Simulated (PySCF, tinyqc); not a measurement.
CIS and TDHF on RHF in the sto-3g basis, for H3+, spin multiplicity 1, step by step. The lowest restricted solution is unstable here: a spin-polarised one lies 0.0001 hartree lower (PySCF). One step of it, computed by the program tinyqc.

Question. CIS triplet states. Diagonalise A (1 hartree = 27.211386 eV); each vector has its largest component positive (the first on a tie).

CIS matrix A, triplet (hartree):
```
           1>2        1>3
1>2   0.136928  -0.000041
1>3  -0.000041   0.608497
```

Give: triplet excitation energies; lowest vectors.

Answer.

triplet excitation energies (eV): 3.7260  16.5581

lowest vectors:
```
     state 1  state 2
1>2   1.0000  -0.0001
1>3   0.0001   1.0000
```
